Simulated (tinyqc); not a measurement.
## Ionisation ratio from the excess noise

Inverse problem. In the local model of an avalanche photodiode F = k M + (1 - k)(2 - 1/M), k the ratio of the ionisation coefficient of the other carrier to that of the injected one. Find k and F at twice the gain.

M = 40
excess noise factor F = 19.466500

Solution. F is linear in k: k = (F - 2 + 1/M)/(M - 2 + 1/M).

k = 0.4600
F at 2 M = 37.87

Computed by the program tinyqc: `OMP_NUM_THREADS=1 python tinyqc.py 2120049 2120050 out.jsonl`, one thread of a shared Intel Xeon 2.30GHz, about 0.06 s for the whole run.
